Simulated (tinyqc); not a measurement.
Shallow acceptor in the spherical model (Baldereschi-Lipari), strong spin-orbit limit: one step, computed by the program tinyqc. Command: `OMP_NUM_THREADS=1 python tinyqc.py 3000892 3000893 out.jsonl acceptor walk`. One thread of a shared host (Intel(R) Xeon(R) Processor @ 2.30GHz), about 0.01 s of CPU time with the checks.

The 1S(3/2) state has an s envelope f(r) and a d envelope g(r). In effective units they obey -(f'' + 2f'/r + 2f/r) + mu (g'' + 5g'/r + 3g/r^2) = E f and -(g'' + 2g'/r - 6g/r^2 + 2g/r) + mu (f'' - f'/r) = E g. The cubic term, the split-off band and the central cell are left out.

Problem. Lowest level in the small basis. H c = E S c with c^T S c = 1 and the largest component positive; the d weight is the part of the norm in g.

H (Ry*), rows f1, f2, f3, g1, g2, g3:
$$\begin{pmatrix}
-0.9856 & -0.9283408 & -0.7063785 & 1.020160 & 1.355071 & 1.361969 \\
-0.9283408 & -0.548416 & 0.3975839 & 1.975189 & 3.682777 & 4.891808 \\
-0.7063785 & 0.3975839 & 3.738458 & 2.763311 & 7.130432 & 13.29482 \\
1.020160 & 1.975189 & 2.763311 & 0.9269333 & 1.836990 & 2.379611 \\
1.355071 & 3.682777 & 7.130432 & 1.836990 & 4.851029 & 8.325444 \\
1.361969 & 4.891808 & 13.29482 & 2.379611 & 8.325444 & 20.37134
\end{pmatrix}$$

S, rows f1, f2, f3, g1, g2, g3:
$$\begin{pmatrix}
1.000000 & 0.859066 & 0.560077 & 0.000000 & 0.000000 & 0.000000 \\
0.859066 & 1.000000 & 0.859066 & 0.000000 & 0.000000 & 0.000000 \\
0.560077 & 0.859066 & 1.000000 & 0.000000 & 0.000000 & 0.000000 \\
0.000000 & 0.000000 & 0.000000 & 1.000000 & 0.776326 & 0.380551 \\
0.000000 & 0.000000 & 0.000000 & 0.776326 & 1.000000 & 0.776326 \\
0.000000 & 0.000000 & 0.000000 & 0.380551 & 0.776326 & 1.000000
\end{pmatrix}$$

Give: E; coefficients; d weight.

Solution.

E = -4.311 Ry*

coefficients: f1 0.524, f2 -1.291, f3 1.541, g1 0.059, g2 -0.027, g3 -0.600

d weight = 0.3598
